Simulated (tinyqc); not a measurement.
What moves the carrier density: donors on two lattice sites with valley-orbit split states.

Each donor binds at most one electron, in any of its states. For a site s, W_s = sum over its states of g exp(E/kT), and the ionised share is 1/(1 + W_s exp(eta)), eta = (EF - Ec)/kT; n = Nc F_1/2(eta); neutrality n + NA = ND x (mean ionised share, the two sites in equal numbers); holes are neglected. Nc from N = 2 (m kB T/(4 pi c))^(3/2) with c = hbar^2/2m0, in 1/angstrom^3; times 1e24 for 1/cm^3, m = md. F_j(eta) = (1/Gamma(j + 1)) integral_0^infinity x^j dx/(1 + exp(x - eta)), which tends to exp(eta) for eta << 0.

Mobility (Caughey-Thomas form): mu = mu0 + (mu1 (T/300)^(-ga) - mu0)/(1 + ((ND + NA)/Nr)^de); rho = 1/(e n mu), e = 1.602176634e-19 C.

Constants: hbar^2/2m0 = 3.80998211 eV angstrom^2; kB = 8.617333262e-05 eV/K.

Parameters, chosen for this exercise (near those of nitrogen in 4H-SiC; shifted at random, so the results belong to these values and not to a real crystal): md = 0.811 m0 (density-of-states mass of the conduction band); E = (58.2, 49.9, 123.9, 74.9) meV (binding energies of h ground, h excited, k ground, k excited); g = (2, 4, 2, 4) (their degeneracies with spin); ND = 5.9e+18 1/cm^3 (donors, half on each site); NA = 7.6e+17 1/cm^3 (compensating acceptors, all ionised); T = 500 K; mu0 = 37 cm^2/(V s) (mobility at heavy doping); mu1 = 976 cm^2/(V s) (mobility at light doping and 300 K); Nr = 1.9e+17 1/cm^3 (reference doping); de = 0.61 (doping exponent); ga = 2.4 (temperature exponent).

All results formed anew.

Results for these values:

| case | eta | n (1/cm^3) | rho (ohm cm) |
|---|---|---|---|
| base | -3.153 | 1.660e+18 | 0.06009 |

What happens to each result for NA = 1.35e+18 1/cm^3, all else kept?

Answer: eta falls from -3.153 to -3.361; n falls from 1.660e+18 to 1.352e+18; rho rises from 0.06009 to 0.07519.

The same for each parameter in turn:

| case | eta | n (1/cm^3) | rho (ohm cm) |
|---|---|---|---|
| base | -3.153 | 1.660e+18 | 0.06009 |
| E = (63.2, 49.9, 123.9, 74.9) meV | -3.164 | 1.642e+18 | 0.06076 |
| md = 0.892 m0 | -3.234 | 1.768e+18 | 0.05641 |
| ND = 1.18e+19 1/cm^3 | -2.633 | 2.766e+18 | 0.04107 |
| NA = 1.35e+18 1/cm^3 | -3.361 | 1.352e+18 | 0.07519 |
| T = 530 K | -3.158 | 1.803e+18 | 0.05894 |
| Nr = 3.8e+17 1/cm^3 | -3.153 | 1.660e+18 | 0.05079 |

Program tinyqc; command `OMP_NUM_THREADS=1 python tinyqc.py 1651909 1651910 out.jsonl`; about 0.02 s on one thread of a shared Intel(R) Xeon(R) Processor @ 2.30GHz.
